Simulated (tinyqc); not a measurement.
Valence-band offset from core levels (Kraut method), with the dipole against the affinity rule: two steps of the calculation.

Binding energies are counted downwards from the Fermi level. dEv > 0 means that the valence edge of B lies below that of A, dEc > 0 that the conduction edge of B lies above that of A; dEc + dEv = EgB - EgA. The spectra are made-up values treated as data.

Inputs (values chosen for the exercise); gaps and affinities close to those of silicon (A) and silicon nitride (B): gap of the substrate A EgA = 1.12 eV; gap of the overlayer B EgB = 5.24 eV; electron affinity of A chiA = 4.01 eV; electron affinity of B chiB = 2.13 eV; core level of bare A cA = 79.41 eV; core level of thick B cB = 74.42 eV; valence-band maximum of thick B vB = 3.79 eV; relative permittivity inside the dipole layer ei = 4.4; thickness of the dipole layer dd = 0.17 nm; core level of A under a thin film of B iA = 79.65 eV; core level of B in that thin film iB = 73.61 eV.

Constants: q = 1.602176634e-19 C, eps0 = 8.8541878128e-14 F/cm where lengths are in cm. Results are converted to the units shown.

Problem 1. Offsets. dEv = (iB - iA) - (cB - vB) + (cA - vA), dEc = EgB - EgA - dEv.

vA = 0.80428909 eV

Find: cA - vA; cB - vB; iB - iA; dEv; dEc.

Solution 1.

cA - vA = 78.606 eV
cB - vB = 70.630 eV
iB - iA = -6.0400 eV
dEv = 1.9357 eV
dEc = 2.1843 eV

The alignment is type I (straddling). Both offsets exceed 1 eV, the usual requirement for a gate dielectric. A rigid shift of all levels, by charging or doping, cancels in the differences.

Problem 2. Interface dipole. The affinity rule gives dEc(0) = chiA - chiB; the dipole step is D = dEc - dEc(0), and two sheets of opposite charge dd apart hold N = eps0 ei |D|/(q dd).

dEc = 2.1842891 eV

Wanted: dEc(0); D; N; field in the dipole layer.

Solution 2.

dEc(0) = 1.880 eV
D = 0.3043 eV
N = 4.352e13 cm^-2
field in the dipole layer = 17.90 MV/cm

N is 0.062 elementary charges for each of about 7e14 surface atoms per cm^2.

Computed by the program tinyqc: `OMP_NUM_THREADS=1 python tinyqc.py 2410004 2410005 out.jsonl`, one thread of a shared Intel Xeon 2.30GHz, about 0.01 s for the whole run.
